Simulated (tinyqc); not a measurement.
Size effects in the resistivity of thin metal films and interconnect lines. Inputs raised by 5 %, one at a time. Computed by tinyqc, a small Python program. Command: `OMP_NUM_THREADS=1 python tinyqc.py 3024940 3024941 out.jsonl size sens`. One thread of a shared host (Intel(R) Xeon(R) Processor @ 2.30GHz), about 0.01 s of CPU time with the checks.

Electrons lose their drift at surfaces (a share 1 - p of the hits) and at grain boundaries (reflection R), besides bulk scattering. The line sits in a trench with a non-conducting liner on both walls and the bottom; the spacing equals the drawn width.

Inputs (values chosen for the exercise, modelled on ruthenium): bulk resistivity rho_b = 8.01 microohm cm; bulk mean free path lambda = 6.61 nm; specularity p = 0; grain-boundary reflection R = 0.13; drawn line width w = 110 nm; grain size over metal width = 2.7; aspect ratio (height over width) = 1.9; liner thickness t = 2.7 nm; line length = 9.3 micrometre; permittivity of the dielectric k = 3.2.

Geometry: line.

Constants: eps_0 = 8.8541878128e-12 F/m.

Method:
- Metal width w_m = w - 2t, height h_m = (aspect ratio) w - t, grain size D = (ratio) w_m.
- Mayadas-Shatzkes: alpha = (lambda/D) R/(1 - R); rho_b/rho = 1 - 3 alpha/2 + 3 alpha^2 - 3 alpha^3 ln(1 + 1/alpha).
- Fuchs-Sondheimer film: rho_b/rho = 1 - (3/(2 kappa))(1 - p) int_0^1 (s - s^3)(1 - exp(-kappa/s))/(1 - p exp(-kappa/s)) ds, f = rho/rho_b, kappa = thickness/lambda, 80 Gauss-Legendre points.
- Line: the excess of a film of thickness w_m and of a film of thickness h_m are added, rho/rho_b = 1 + (f(w_m) - 1) + (f(h_m) - 1), an estimate that holds best when both sides exceed lambda.
- Total: rho = rho_b [1 + surface excess + grain excess]; resistance per length rho/(w_m h_m); capacitance per length C = 2 k eps_0 (aspect ratio + 1/2), a parallel-plate estimate for two neighbours plus a fixed term for the planes above and below; delay 0.38 R C L^2; effective resistivity per drawn area.

Runs; columns: (1) input moved; (2) from; (3) to; (4) RC delay (ps); (5) effective resistivity per drawn area (microohm cm); (6) rho/rho_b from surfaces; (7) rho/rho_b from grains:
```
(1)                                    (2)     (3)      (4)    (5)    (6)    (7)
base run                                 -       -  0.01728  8.889  1.036  1.005
bulk resistivity rho_b (microohm cm)  8.01  8.4105  0.01815  9.334  1.036  1.005
grain-boundary reflection R           0.13  0.1365  0.01729  8.892  1.036  1.006
drawn line width w (nm)                110   115.5  0.01560  8.844  1.035  1.005
grain size over metal width            2.7   2.835  0.01728  8.887  1.036  1.005
aspect ratio (height over width)       1.9   1.995  0.01709  8.879  1.036  1.005
line length (micrometre)               9.3   9.765  0.01905  8.889  1.036  1.005
permittivity of the dielectric k       3.2    3.36  0.01815  8.889  1.036  1.005
```

Exponents ln(y'/y) / ln(x'/x):
```
input                             RC delay  effective resistivity per drawn area  rho/rho_b from surfaces  rho/rho_b from grains
bulk resistivity rho_b               1.000                                 1.000                    0.000                  0.000
grain-boundary reflection R          0.006                                 0.006                    0.000                  0.006
drawn line width w                  -2.104                                -0.104                   -0.036                 -0.005
grain size over metal width         -0.005                                -0.005                    0.000                 -0.005
aspect ratio (height over width)    -0.229                                -0.024                   -0.012                  0.000
line length                          2.000                                 0.000                    0.000                  0.000
permittivity of the dielectric k     1.000                                 0.000                    0.000                  0.000
```

Among the inputs moved here: RC delay answers most in size to drawn line width w (exponent -2.104), next to line length (+2.000). Its exponent +2.000 in line length: a distributed RC line. Effective resistivity per drawn area answers most in size to bulk resistivity rho_b (exponent +1.000), next to drawn line width w (-0.104); its exponent is below 0.0005 for line length, permittivity of the dielectric k. rho/rho_b from surfaces answers most in size to drawn line width w (exponent -0.036), next to aspect ratio (height over width) (-0.012); its exponent is below 0.0005 for bulk resistivity rho_b, grain-boundary reflection R, grain size over metal width, line length, permittivity of the dielectric k. rho/rho_b from grains answers most in size to grain-boundary reflection R (exponent +0.006), next to drawn line width w (-0.005); its exponent is below 0.0005 for bulk resistivity rho_b, aspect ratio (height over width), line length, permittivity of the dielectric k.
